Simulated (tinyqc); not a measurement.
From results back to parameters: donor near an oxide interface in a gate field (two-state model).

Problem. The critical field, at which E_D = E_I, was computed from a hidden binding energy ED.

Interface at z = 0 (hard wall), donor at z = d, field F pulling electrons to the interface: potential e F z; 1 kV/cm = 1e-5 eV/angstrom, c = hbar^2/2m0, q = e^2/(4 pi eps0), Q = (eps - eo)/(eps + eo). Donor state: E_D = e F d - ED - q Q/(4 eps d), the last term joining the images of ion and electron. Interface state: z exp(-b z/2) exp(-rho^2/(2 L^2)) with E_z = c b^2/(4 mz) + 3 e F/b + q Q b/(8 eps), minimised over b; in the plane at z = 3/b the ion (distance D = d - 3/b) and its image (D' = d + 3/b) give E_rho = c/(mt L^2) - (q/eps)(sqrt(pi)/L)[erfcx(D/L) + Q erfcx(D'/L)], erfcx(x) = exp(x^2) erfc(x), minimised over L. E_I = E_z + E_rho.

Constants: hbar^2/2m0 = 3.80998211 eV angstrom^2; e^2/(4 pi eps0) = 14.39964547 eV angstrom.

Inputs chosen for the exercise (near those of a donor in Si below SiO2, static dielectric constants; shifted at random, so the results belong to these values and not to a real crystal):
```
symbol  value  unit      meaning
d       160    angstrom  depth of the donor
mz      0.915  m0        mass across the interface
mt      0.19   m0        mass in the plane
eps     11.3             dielectric constant of the semiconductor
eo      3.9              dielectric constant of the oxide
```

critical field = 39.886 kV/cm

Find: E_I; ED.

Solution. E_I follows from the field alone, and ED = e F d - q Q/(4 eps d) - E_I.

E_I = 18.15 meV
ED = 44.7 meV

Run: tinyqc, `OMP_NUM_THREADS=1 python tinyqc.py 1282746 1282747 out.jsonl`; Intel(R) Xeon(R) Processor @ 2.30GHz, one thread, shared host; about 0.04 s of CPU time with all checks.
